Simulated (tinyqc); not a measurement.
Heat flow across a film from the phonon Boltzmann equation in the relaxation-time approximation. Changing the film thickness L. Computed by tinyqc, a small Python program. Command: `OMP_NUM_THREADS=1 python tinyqc.py 3022172 3022173 out.jsonl slabbte sweep`. One thread of a shared host (Intel(R) Xeon(R) Processor @ 2.30GHz), about 0.05 s of CPU time with the checks.

Two black walls, hot at x = 0 and cold at x = L, emit phonons isotropically. For one free path Lambda, with tau = x/Lambda, tau_L = L/Lambda and phi = (T - T_cold)/Delta T, energy balance gives phi(tau) = (1/2) [E2(tau) + int_0^tau_L phi(s) E1(|tau - s|) ds]; E_n are the exponential integrals. The flux over the ballistic flux C v Delta T/4 is psi = 1 - 2 int_0^tau_L phi(s) E2(s) ds, and kappa_eff/kappa = (3/4) tau_L psi. kappa = C v Lambda/3 is an input, so at fixed kappa a longer free path means a smaller C v.

Inputs (values chosen for the exercise, modelled on gallium oxide):

| quantity | value | unit |
|---|---|---|
| bulk conductivity kappa | 22.7 | W/(m K) |
| wall temperature difference Delta T | 10 | K |
| free path Lambda_1 | 27 | nm |
| free path Lambda_2 | 360 | nm |
| share f_2 of kappa | 0.2 | - |
| cells n in the small system | 6 | - |

Free-path groups: two.

Method:
- Cut the film into n equal cells with constant phi, collocated at the centres c_i: the kernel integrates to A_ij = |E2(|c_i - e_j|) - E2(|c_i - e_(j+1)|)|/2 for cell edges e_j, and A_ii = 1 - E2(half a cell); solve (1 - A) phi = E2(c)/2; psi = 1 - 2 sum_j phi_j [E3(e_j) - E3(e_(j+1))].
- Use 150 and 300 cells and extrapolate psi = (4 psi(300) - psi(150))/3. The jump at the hot wall is 1 - phi there (linear extrapolation from the first two of 300 cells). Two-flux (diffusion with slip) formula: psi = 1/(1 + 3 tau_L/4).
- Each group is solved on its own with 150 and 300 cells, psi = (4 psi(300) - psi(150))/3, and weighted by its share of kappa (f_1 is what the others leave); exchange of energy between groups inside the film is left out.
- Flux J = kappa_eff Delta T/L; apparent boundary resistance per wall (L/kappa_eff - L/kappa)/2.

One run for each value:

| film thickness L (nm) | kappa_eff (W/(m K)) | flux J (GW/m^2) | jump at the wall / Delta T for Lambda_1 | apparent resistance per wall (m^2 K/GW) |
|---|---|---|---|---|
| 0.54 | 0.27 | 5.043 | 0.4782 | 0.980 |
| 1.1 | 0.54 | 4.950 | 0.4626 | 0.986 |
| 2.4 | 1.14 | 4.755 | 0.4345 | 0.999 |
| 4.9 | 2.17 | 4.434 | 0.3952 | 1.020 |
| 10 | 3.92 | 3.922 | 0.3404 | 1.054 |
| 21 | 6.66 | 3.172 | 0.2686 | 1.114 |
| 45 | 10.20 | 2.266 | 0.1882 | 1.215 |
| 93 | 13.58 | 1.460 | 0.1192 | 1.377 |
| 190 | 16.36 | 0.861 | 0.0689 | 1.623 |
| 400 | 18.57 | 0.464 | 0.0362 | 1.958 |

Describe and explain the trends.

Over the rows, kappa_eff (W/(m K)) rises from 0.272 to 18.6 (exponent d ln y / d ln x 0.97 between the first rows and 0.17 between the last); flux J (GW/m^2) falls from 5.04 to 0.464 (exponent d ln y / d ln x -0.026 between the first rows and -0.83 between the last); jump at the wall / Delta T for Lambda_1 falls from 0.478 to 0.0362 (exponent d ln y / d ln x -0.047 between the first rows and -0.86 between the last). At the low end the exponent of kappa_eff is 0.97, close to 1: the ballistic limit. At the low end the exponent of flux J is -0.03, close to 0: the ballistic flux does not depend on L. In thin films phonons cross without scattering: the flux is bounded by what the walls emit, and Delta T drops in two jumps of one half each. In thick films the jumps shrink as Lambda/L and the apparent wall resistance tends to a constant.

Caution (rows 0.540, 1.10, 2.40, 4.90): below about 10 nm the film nears the phonon wavelength, and a particle picture fails.

Extremes, crossings and ranges named in words are read from the listed rows.
